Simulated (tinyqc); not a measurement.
# Random telegraph noise from one oxide trap in a small MOSFET: time constants and noise against gate voltage

An acceptor-like trap exchanges electrons with the channel. Inversion charge Q = Cox u, u = n Vt W0(exp((Vg - VT)/(n Vt))), W0 the Lambert function, n = nf, Cox = eps0 eox/tox; linear regime Id = (W/L) mu Q Vd. Relative to threshold the surface potential rises by Vt ln(u/u0) and the oxide voltage by the rest of Vg - VT, with u0 = n Vt W0(1).

N = Cox u/q; dpsi = Vt ln(u/u0); E = E0 - dpsi - (xt/tox)(Vg - VT - dpsi); capture time tc = 1/[(N/zi) vth s0 exp(-xt/lt - EB/Vt)]; emission time te = tc exp(-E/Vt); occupancy te/(tc + te). A = W L; threshold step dV = q (1 - xt/tox)/(Cox A); gm/Id = 1/(u + n Vt); relative step dI/I = (gm/Id) dV + asc mu/A. fc = (1/tc + 1/te)/(2 pi); rms = (dI/I) sqrt(tc te)/(tc + te).

Inputs (values chosen for the exercise); values of the order met in silicon transistors:
- T = 350 K (temperature)
- eox = 25.3 (relative permittivity of the gate insulator (close to zirconium oxide))
- tox = 6 nm (insulator thickness)
- xt = 0.55 nm (depth of the trap from the channel interface)
- E0 = 0.05 eV (trap level above the channel Fermi level at threshold)
- s0 = 4e-15 cm^2 (capture prefactor)
- EB = 0.46 eV (capture barrier (lattice relaxation))
- lt = 0.1 nm (tunnelling decay length)
- vth = 1.2e7 cm/s (thermal velocity)
- zi = 2.9 nm (thickness of the inversion layer)
- VT = 0.48 V (threshold voltage)
- nf = 1.15 (body factor)
- W = 64 nm (gate width)
- L = 120 nm (gate length)
- mu = 130 cm^2/(V s) (mobility)
- asc = 0 V s (scattering coefficient of the charged trap)
- Vd = 0.02 V (drain voltage)

Constants: q = 1.602176634e-19 C, kB = 1.380649e-23 J/K, Vt = kB T/q, eps0 = 8.8541878128e-14 F/cm where lengths are in cm. Results are converted to the units shown.

Time constants and noise against gate voltage:

| Vg (V) | E (eV) | tc (s) | te (s) | occupancy | dI/I (%) | fc (Hz) | rms dI/I (%) |
|---|---|---|---|---|---|---|---|
| 0.35 | 0.1497 | 0.3340 | 0.002335 | 0.006942 | 1.430 | 68.65 | 0.1188 |
| 0.41 | 0.09940 | 0.06512 | 0.002412 | 0.03571 | 1.309 | 68.43 | 0.2429 |
| 0.47 | 0.05613 | 0.01640 | 0.002551 | 0.1346 | 0.9962 | 72.10 | 0.3400 |
| 0.53 | 0.02415 | 0.006239 | 0.002801 | 0.3099 | 0.6555 | 82.32 | 0.3031 |
| 0.59 | 0.001242 | 0.003305 | 0.003172 | 0.4897 | 0.4398 | 98.34 | 0.2199 |
| 0.65 | -0.01633 | 0.002127 | 0.003655 | 0.6322 | 0.3170 | 118.4 | 0.1529 |
| 0.71 | -0.03081 | 0.001532 | 0.004257 | 0.7353 | 0.2432 | 141.2 | 0.1073 |
| 0.77 | -0.04336 | 0.001185 | 0.004989 | 0.8081 | 0.1954 | 166.2 | 0.07693 |
| 0.83 | -0.05462 | 9.601e-4 | 0.005873 | 0.8595 | 0.1624 | 192.9 | 0.05644 |

What does the comparison show?

tc falls from 0.334 to 9.60e-4 s as the channel fills and te rises from 0.00233 to 0.00587 s; they are equal at Vg = 0.594 V, where E = 0. The rms noise goes from 0.119 through a maximum of 0.340 (at Vg = 0.47 V among the rows listed) to 0.0564 %. The slope -Vt d ln(tc/te)/dVg is 0.838 between the first two rows and 0.188 between the last two; it tends to xt/tox = 0.0917 only when the surface potential stops moving.

Range of the model: VT is taken as given; short-channel effects and the uneven flow of current among few electrons are left out.

Program tinyqc, `OMP_NUM_THREADS=1 python tinyqc.py 2710054 2710055 out.jsonl`; Intel Xeon 2.30GHz, shared host, one thread, about 0.01 s.
